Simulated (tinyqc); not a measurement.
Raising U: Hubbard chain of 5 sites, mean field against exact. Computed by the program tinyqc. Collinear unrestricted mean field (the lowest of 40 random starts) against exact diagonalisation.

one-body matrix (hopping and site energies) (eV):
```
         1        2        3        4        5
1  -0.5000  -0.9700   0.0000   0.0000   0.0000
2  -0.9700  -0.1100  -0.9700   0.0000   0.0000
3   0.0000  -0.9700   0.1700  -0.9700   0.0000
4   0.0000   0.0000  -0.9700   0.1500  -0.9700
5   0.0000   0.0000   0.0000  -0.9700   0.3500
```

electrons, up and down: 3  2

Exact and mean-field results (eV):
```
U            U/t    E exact  E mean field  mean |n_up - n_down|  double occupancy, exact  first gap in the sector
0.4800    0.4948  -4.812016     -4.793277                0.2018                   0.2247                   0.9360
0.9700    1.0000  -4.290262     -4.211827                0.2388                   0.2011                   0.8838
1.9400    2.0000  -3.428693     -3.139178                0.4266                   0.1547                   0.7657
2.9100    3.0000  -2.777987     -2.320879                0.6736                   0.1152                   0.6511
3.8800    4.0000  -2.295595     -1.794238                0.8070                   0.0854                   0.5540
5.8200    6.0000  -1.662730     -1.208404                0.9121                   0.0493                   0.4146
7.7600    8.0000  -1.282707     -0.899579                0.9503                   0.0310                   0.3262
19.4000  20.0000  -0.502617     -0.327341                0.9920                   0.0057                   0.1382
```

Estimate the missing row, U = 11.64.

Computed row:
```
U            U/t    E exact  E mean field  mean |n_up - n_down|  double occupancy, exact  first gap in the sector
11.6400  12.0000  -0.862461     -0.583602                0.9778                   0.0151                   0.2257
```

In absolute terms mean field is worst at U/t = 4.0, 0.501 eV too high: at small U it is nearly exact, and at large U it misses only exchange-scale energies. Relative to the exact energy its error is 0.4 % at the smallest U, 35 % at most and 35 % at the largest. The double occupancy falls from 0.225 to 0.006.
